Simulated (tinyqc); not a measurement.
Worked calculation: chemical vapour deposition: Grove model, boundary layer, depletion and step coverage. Computed by tinyqc, a small Python program that keeps every step. Command: `OMP_NUM_THREADS=1 python tinyqc.py 3022107 3022108 out.jsonl cvd walk`. One thread of a shared host (Intel(R) Xeon(R) Processor @ 2.30GHz), about 0.01 s of CPU time with the checks. Intermediate numbers are printed to about 6 digits and carried at full precision; extremes and crossings named in words are read from the listed rows.

A precursor diffuses to the surface and reacts there at first order; each molecule that reacts adds one formula unit of film.

Inputs (values chosen for the exercise, close to those used for epitaxial silicon from a chlorosilane):
```
quantity                                            value                unit
prefactor k0 of k_s                               1.1e+08                cm/s
activation energy E                                  1.97                  eV
temperature T                                        1140                   C
total pressure p                                      760                torr
mole fraction of the precursor Y                    0.006                   -
gas diffusivity D0 at 273.15 K and 760 torr          0.28              cm^2/s
film density N                                      5e+22  formula units/cm^3
precursor mass M                                      101                   u
trench width w                                       0.17                  um
aspect ratio of the trench                            9.6                   -
gas velocity U                                        8.9                cm/s
kinematic viscosity nu0 at 273.15 K and 760 torr     0.25              cm^2/s
susceptor length L                                     57                  cm
channel height b                                        9                  cm
```

Reactor: horizontal, atmospheric.

Constants: k_B = 1.380649e-23 J/K; u = 1.6605390666e-27 kg; k_B = 8.617333262e-05 eV/K.

## Gas-phase and surface constants

k_s = k0 exp(-E/(k_B T)); C_g = Y p/(k_B T), 1 torr = 133.322 Pa; D = D0 (T/273.15)^1.75 (760/p). Temperatures in kelvin are T(C) + 273.15. Mean speed c = sqrt(8 k_B T/(pi M)); reactive sticking probability beta = 4 k_s/c.

surface rate constant k_s = 10.3680 cm/s

precursor density C_g = 3.11598e+16 1/cm^3

gas diffusivity D = 4.96919 cm^2/s

mean speed c = 54427.8 cm/s

sticking probability beta = 7.61966e-04

## Boundary layer

nu = nu0 (T/273.15)^1.75 (760/p); Re = U L/nu; mean boundary layer delta = (2/3) L/sqrt(Re), at most b/2; h_g = D/delta.

Reynolds number Re = 114.340

boundary layer delta = 3.55373 cm

mass-transfer coefficient h_g = 1.39830 cm/s

## Growth rate at the inlet

Fluxes in series: C_s = C_g/(1 + k_s/h_g); growth rate G = k_s h_g/(k_s + h_g) C_g/N; 1 cm/s = 6e8 nm/min.

ratio k_s/h_g = 7.41474

C_s/C_g = 0.118839

growth rate G at the inlet = 460.715 nm/min

Gas transport limits the rate, so the flow pattern sets uniformity.

## Depletion along the susceptor

Plug flow: U b dC/dx = -k_eff C with k_eff = k_s h_g/(k_s + h_g), so C falls as exp(-k_eff x/(U b)); the used share of the precursor is 1 - C(L)/C(0).

k_eff = 1.23213 cm/s

depletion length = 65.0095 cm

rate at the outlet over rate at the inlet = 0.416114

rate at the outlet = 191.710 nm/min

58.4 % of the precursor is used.

## Reaction control against transport control

The formulas are those given above.

Rates:
```
T (C)  k_s (cm/s)  h_g (cm/s)  G (nm/min)  reaction limit (nm/min)  transport limit (nm/min)
940        0.7202     1.22352     197.457                    313.7                   532.919
990        1.5184     1.26753     288.992                    635.2                   530.235
1040       3.0246     1.31133     368.085                   1217.1                   527.668
1090       5.7279     1.35491     424.739                   2220.3                   525.209
1140      10.3680     1.39830     460.715                   3876.8                   522.850
1190      18.0212     1.44150     482.026                   6508.2                   520.582
1240      30.1999     1.48451     494.112                  10546.0                   518.400
1290      48.9646     1.52734     500.680                  16551.9                   516.298
1340      77.0459     1.57001     504.000                  25237.1                   514.270
```

The apparent activation energy of G is 1.01 eV between the first rows and 0.03 eV between the last, against E = 1.97 eV. k_s passes h_g between 940 and 990 C, where control shifts from the surface to the gas. In the reaction limit the slope is E - k_B T, because C_g falls as 1/T; any further lowering comes from transport.

## Step coverage in a trench

In a long trench of width w and depth l = aspect ratio x w: Knudsen diffusivity D_K = (2w) c/3 (hydraulic diameter 2w), combined as 1/D_e = 1/D_K + 1/D; D_e d2C/dz2 = 2 k_s C/w with D_e dC/dz = -k_s C at the floor. With m = sqrt(2 k_s/(w D_e)): C(floor)/C(top) = 1/[cosh(m l) + (k_s/(D_e m)) sinh(m l)].

Knudsen diffusivity D_K = 0.616848 cm^2/s

effective diffusivity D_e = 0.548732 cm^2/s

modulus m l = 0.243321

step coverage = 0.968183

Gas collisions matter in the trench as well as wall collisions. Coverage is nearly conformal. Caution: the hydraulic-diameter form of D_K is rough for a slit.

Checks made by the program: step coverage against a numerical boundary-value solution (relative difference below 1e-10).
